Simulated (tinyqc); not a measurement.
Worked calculation: sp3 tight binding, zinc-blende lattice. One step of it, computed by the program tinyqc.

Problem. Levels at X. Diagonalise the Hermitian matrix.

H(k) at X (eV), order a s, a px, a py, a pz, c s, c px, c py, c pz:
```
[[-13.320000, 0.000000, 0.000000, 0.000000, 0.000000, 0.000000+5.310460i, 0.000000, 0.000000],
 [0.000000, -6.850000, 0.000000, 0.000000, 0.000000-5.310460i, 0.000000, 0.000000, 0.000000],
 [0.000000, 0.000000, -6.850000, 0.000000, 0.000000, 0.000000, 0.000000, 0.000000+5.361479i],
 [0.000000, 0.000000, 0.000000, -6.850000, 0.000000, 0.000000, 0.000000+5.361479i, 0.000000],
 [0.000000, 0.000000+5.310460i, 0.000000, 0.000000, -13.320000, 0.000000, 0.000000, 0.000000],
 [0.000000-5.310460i, 0.000000, 0.000000, 0.000000, 0.000000, -6.850000, 0.000000, 0.000000],
 [0.000000, 0.000000, 0.000000, 0.000000-5.361479i, 0.000000, 0.000000, -6.850000, 0.000000],
 [0.000000, 0.000000, 0.000000-5.361479i, 0.000000, 0.000000, 0.000000, 0.000000, -6.850000]]
```

Give: eigenvalues.

Solution.

eigenvalues (eV): [-16.3032, -16.3032, -12.2115, -12.2115, -3.8668, -3.8668, -1.4885, -1.4885]
